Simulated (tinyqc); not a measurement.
Comparisons within one model: two-dimensional electron gas with Rashba and Dresselhaus coupling. A value that a table varies takes the place of the one given here.

H = c k^2/m + al (ky sx - kx sy) + b1 (kx sx - ky sy) + gam kx ky (kx sy - ky sx), s the Pauli matrices, x = [100], c = hbar^2/2m0, b1 = gam (pi/L)^2 (hard walls). H = c k^2/m + B.s, so E = c k^2/m -/+ |B| and the lower state has its spin along -B.

Constants: hbar^2/2m0 = 3.80998211 eV angstrom^2.

Parameters, chosen for this exercise (of the size met in GaAs; shifted at random, so the results belong to these values and not to a real crystal): m = 0.0632 m0 (mass); al = 0.019 eV angstrom (Rashba constant); gam = 10.4 eV angstrom^3 (bulk Dresselhaus constant); L = 174 angstrom (width of the (001) well); n = 12 1e11/cm^2 (sheet density (one subband filled)).

## Splitting and spin direction around the circle

At |k| = k0 = sqrt(2 pi n), 1e11/cm^2 = 1e-5/angstrom^2.

Around the circle:

| phi (deg) | Bx (meV) | By (meV) | splitting (meV) | lower spin (deg) |
|---|---|---|---|---|
| 0.0 | 0.0931 | -0.5217 | 1.0599 | 100.1 |
| 22.5 | 0.2565 | -0.4473 | 1.0313 | 119.8 |
| 45.0 | 0.3586 | -0.3586 | 1.0143 | 135.0 |
| 67.5 | 0.4473 | -0.2565 | 1.0313 | 150.2 |
| 90.0 | 0.5217 | -0.0931 | 1.0599 | 169.9 |
| 112.5 | 0.5167 | 0.1428 | 1.0721 | -164.6 |
| 135.0 | 0.3792 | 0.3792 | 1.0726 | -135.0 |
| 157.5 | 0.1428 | 0.5167 | 1.0721 | -105.4 |

The splitting runs from 1.0143 meV at 45 to 1.0726 meV at 135 degrees. Along [110] it is 2 k |al + b1 - 2 b3| and along [-110] 2 k |al - b1 + 2 b3|, b3 = gam k^2/4. From 0 to 90 degrees the spin turns with k (+70 degrees), the sense of the Rashba term.

## What each parameter does

Splittings 2|B| at k0 = sqrt(2 pi n) along [100], [110] and [-110], and E0 = c k0^2/m; 1e11/cm^2 = 1e-5/angstrom^2. Each row changes one parameter from the base and keeps the others.

Results:

| case | [100] (meV) | [110] (meV) | [-110] (meV) | E0 (meV) |
|---|---|---|---|---|
| base | 1.0599 | 1.0143 | 1.0726 | 45.45 |
| m = 0.06952 m0 | 1.0599 | 1.0143 | 1.0726 | 41.32 |
| al = 0.0228 eV angstrom | 1.2659 | 1.2230 | 1.2812 | 45.45 |
| gam = 12.48 eV angstrom^3 | 1.0671 | 1.0085 | 1.0784 | 45.45 |
| L = 194 angstrom | 1.0541 | 0.9779 | 1.1090 | 45.45 |
| n = 18 1e11/cm^2 | 1.2981 | 1.1104 | 1.4455 | 68.18 |

The largest shifts from the base row, up to three for each result and ties (the steps differ in size, so this ranks the rows, not the parameters). [100] (meV): n +0.2382, al +0.2060, gam +0.0072; unchanged at the printed digits by m. [110] (meV): al +0.2087, n +0.0961, L -0.0364; unchanged at the printed digits by m. [-110] (meV): n +0.3729, al +0.2087, L +0.0364; unchanged at the printed digits by m. E0 (meV): n +22.73, m -4.13; unchanged at the printed digits by al, gam and L.

tinyqc: `OMP_NUM_THREADS=1 python tinyqc.py 1450164 1450165 out.jsonl`; about 0.01 s, one thread, shared Intel(R) Xeon(R) Processor @ 2.30GHz.
